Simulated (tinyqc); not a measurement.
Worked calculation: rapid thermal processing of a wafer: radiative balance, ramp and cooling, pattern effects, pyrometer error and spike budget. Computed by tinyqc, a small Python program that keeps every step. Command: `OMP_NUM_THREADS=1 python tinyqc.py 3110267 3110268 out.jsonl rtp walk`. One thread of a shared host (Intel(R) Xeon(R) Processor @ 2.30GHz), about 0.04 s of CPU time with the checks. Intermediate numbers are printed to about 6 digits and carried at full precision; extremes and crossings named in words are read from the listed rows.

The wafer is opaque and uniform through its thickness unless said otherwise; temperatures in formulas are in kelvin (C + 273.15). sigma = 5.670374419e-12 W/(cm^2 K^4).

Inputs (values chosen for the exercise, modelled on a hot silicon wafer):
```
quantity                                              value         unit
wafer thickness d                                       525   micrometre
heat capacity per volume C                             2.11   J/(cm^3 K)
thermal conductivity k                                 0.22     W/(cm K)
emissivity eps of each face                            0.71            -
reflectivity of the chamber walls r                    0.47            -
gas heat-transfer coefficient h, both faces together    3.2  mW/(cm^2 K)
wall temperature T_w                                    300            K
process temperature                                     654            C
starting temperature                                    500            C
ramp rate                                               130          K/s
relative change of absorptivity over a pattern          2.8            %
period of the pattern                                  0.78           mm
pyrometer wavelength                                    3.8   micrometre
error of the assumed emissivity                          10            %
activation energy of the process E_a                      4           eV
```

Constants: k_B = 8.617333262e-05 eV/K; h = 6.62607015e-34 J s; c = 299792458 m/s; k_B = 1.380649e-23 J/K.

## Power to hold and to ramp

Effective emissivity between parallel grey plates: eps_eff = 1/(1/eps + 1/(1 - r) - 1). Loss per area q(T) = 2 eps_eff sigma (T^4 - T_w^4) + h (T - T_w). Absorbed power during a ramp = q(T) + C d x ramp rate; thermal time constant tau = C d/(dq/dT), dq/dT = 8 eps_eff sigma T^3 + h; natural cooling rate q/(C d); front-to-back difference under one-sided heating at the end of the ramp = (absorbed power) d/(2 k).

eps_eff = 0.435684

holding power q = 5.61787 W/cm^2

power at the end of the ramp = 20.0186 W/cm^2

dq/dT = 18.9515 mW/(cm^2 K)

time constant tau = 5.84517 s

natural cooling rate = 50.7142 K/s

front-to-back difference = 2.38859 K

Radiation carries 64 % of the loss. The ramp needs 3.6 times the holding power.

## Cooling curve

Cooling with the lamps off: C d dT/dt = -q(T), integrated adaptively (relative tolerance 1e-10).

Lamps off at t = 0:
```
t (s)    T (C)  cooling rate (K/s)
0.58   625.964             46.0949
1.20   598.712             41.9311
2.30   555.994             36.0053
4.10   497.881             29.0093
5.80   452.749             24.3263
8.80   388.897             18.6662
15.00  295.927             12.0896
23.00  218.343              7.7733
```

The rate falls from 50.7 K/s at t = 0 to 7.77 K/s in the last row.

## Thermal budget of a spike

Spike anneal: linear ramp to the peak, then lamps off. Equivalent time at the peak = int exp(-(E_a/k_B)(1/T - 1/T_peak)) dt; estimate (k_B T^2/E_a)(1/ramp rate + 1/cooling rate). The ramp part uses 4000 trapezoid steps, the cooling part 4000 steps over 4 tau. Time within 50 K of the peak from the same curves.

equivalent time, ramp = 0.137073 s

equivalent time, cooling = 0.373248 s

equivalent time, total = 0.510322 s

estimate = 0.507612 s

time within 50 K of the peak = 1.45967 s

Cooling supplies 73 % of the budget.

## What a faster ramp buys

The formulas are those given above.

Against the ramp rate:
```
ramp (K/s)  ramp part (s)  cooling part (s)  total (s)  power at the peak (W/cm^2)
10                1.78195          0.373248    2.15520                       6.726
25                0.71278          0.373248    1.08603                       8.387
50                0.35639          0.373248    0.72964                      11.157
100               0.17820          0.373248    0.55144                      16.695
250               0.07128          0.373248    0.44453                      33.312
500               0.03564          0.373248    0.40889                      61.005
1000              0.01782          0.373248    0.39107                     116.393
```

From 10 to 100 K/s the total falls by a factor 3.9, from 100 to 1000 K/s by 1.41: the cooling part, 0.373 s, is a floor, and the natural cooling rate here is 50.7 K/s.

## Pattern effect

At steady state a sinusoidal change of absorbed power of relative amplitude a and period p gives the temperature amplitude a q/(dq/dT + k d (2 pi/p)^2); healing length l = sqrt(k d/(dq/dT)); process change = E_a dT/(k_B T^2). Emissivity is taken as unchanged.

healing length l = 7.80672 mm

amplitude without lateral conduction = 8.30013 K

amplitude = 0.00209830 K

change of the process rate = 0.0113306 %

Lateral conduction cuts the amplitude to 0.025 %, since p/(2 pi l) = 0.016.

## Pyrometer error

Signal proportional to eps/(exp(c2/(lambda T)) - 1), c2 = h c/k_B. If the assumed emissivity is too high by the given error, the reading T' solves (1 + error)/(exp(c2/(lambda T')) - 1) = 1/(exp(c2/(lambda T)) - 1). Wien estimate: T' - T = -lambda T^2 ln(1 + error)/c2. Process rates go as exp(-E_a/(k_B T)).

c2 = 14387.8 micrometre K

c2/(lambda T) = 4.08376

reading less true temperature = -20.8128 K

Wien estimate = -21.6386 K

rate at T over rate at T', less 1 = 215.718 %

Caution: below about 600 C lightly doped silicon is partly transparent at this wavelength, so its emissivity is not yet the hot value early in the ramp.

Checks made by the program: cooling time against quadrature of C d dT/q (relative difference 3e-08).
